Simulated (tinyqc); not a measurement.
Which input was changed? Model: critical temperature from a phonon spectrum: McMillan, Allen-Dynes and the linearised Eliashberg equation. Computed by tinyqc, a small Python program. Command: `OMP_NUM_THREADS=1 python tinyqc.py 3023767 3023768 out.jsonl eliashberg which`. One thread of a shared host (Intel(R) Xeon(R) Processor @ 2.30GHz), about 0.1 s of CPU time with the checks.

alpha^2 F(omega) = sum_i (lambda_i omega_i/2) delta(omega - omega_i), so that lambda = 2 int alpha^2 F/omega d omega = sum_i lambda_i.

Inputs (values chosen for the exercise, for a model metal):
```
quantity                     value  unit
peak energy omega_1           33.7   meV
coupling lambda_1             1.21     -
peak energy omega_2           94.2   meV
coupling lambda_2             1.24     -
Coulomb pseudopotential mu*   0.12     -
```

Peaks in alpha^2 F: two.

Constants: k_B = 8.617333262e-05 eV/K.

Method:
- omega_log = exp(sum lambda_i ln omega_i / lambda); omega_rms = sqrt(sum lambda_i omega_i^2 / lambda).
- McMillan form: k_B T_c = (omega_log/1.2) exp[-1.04 (1 + lambda)/(lambda - mu* (1 + 0.62 lambda))]. Allen-Dynes multiplies it by f1 f2: f1 = [1 + (lambda/L1)^(3/2)]^(1/3), L1 = 2.46 (1 + 3.8 mu*); f2 = 1 + (omega_rms/omega_log - 1) lambda^2/(lambda^2 + L2^2), L2 = 1.82 (1 + 6.3 mu*) omega_rms/omega_log.
- Linearised Eliashberg equation at omega_n = (2n + 1) pi k_B T, n = 0..N-1: lambda(j) = sum_i lambda_i omega_i^2/(omega_i^2 + (2 pi j k_B T)^2); K_mn = lambda(m - n) + lambda(m + n + 1) - 2 mu*(N) - delta_mn [2m + 1 + lambda(0) + 2 sum_(j=1..m) lambda(j)], with 1/mu*(N) = 1/mu* + ln(omega_rms/omega_N), omega_N = (2N + 1) pi k_B T. T_c is where the largest eigenvalue rho of K is zero.
- N is the smallest integer at or above 8 omega_max/(2 pi k_B T_AD), omega_max the highest peak and T_AD the Allen-Dynes value.
- T_c ~ M^(-a). All omega_i scale as M^(-1/2) at fixed lambda, but mu* = mu/(1 + mu ln(E_F/omega)) changes: d mu*/d ln omega = mu*^2. In the McMillan form a = (1/2) [1 - 1.04 (1 + lambda)(1 + 0.62 lambda) mu*^2/(lambda - mu* (1 + 0.62 lambda))^2].

Task: One of these inputs alone was changed, within the range given: peak energy omega_1 (16.85 to 67.4); peak energy omega_2 (47.1 to 188.4); coupling lambda_2 (0.62 to 2.48); Coulomb pseudopotential mu* (0.06 to 0.22). Which one, and to what value?

Results:
```
run     T_c, Eliashberg (K)  T_c, Allen-Dynes (K)  isotope exponent a
before             130.0293              128.0489           0.4858922
after              120.0756              119.8058           0.4784910
```

Result:

Each candidate set to reproduce T_c, Eliashberg, and what it then gives:
```
candidate                    range searched  value needed  T_c, Allen-Dynes (K)  isotope exponent a
peak energy omega_1 (meV)     16.85 to 67.4         26.01                115.02             0.48589
peak energy omega_2 (meV)     47.1 to 188.4         83.48                119.18             0.48589
coupling lambda_2              0.62 to 2.48         1.117                119.37             0.48529
Coulomb pseudopotential mu*    0.06 to 0.22        0.1440                119.81             0.47849
```

Only Coulomb pseudopotential mu* fits every result: it went from 0.12 to 0.144. The next best candidate, coupling lambda_2, misses one result by 1.4 %.

Caution: for lambda above about 1.5 the plain McMillan form saturates and falls short. Caution: a phonon-mediated T_c this high is known only in hydrides under high pressure.
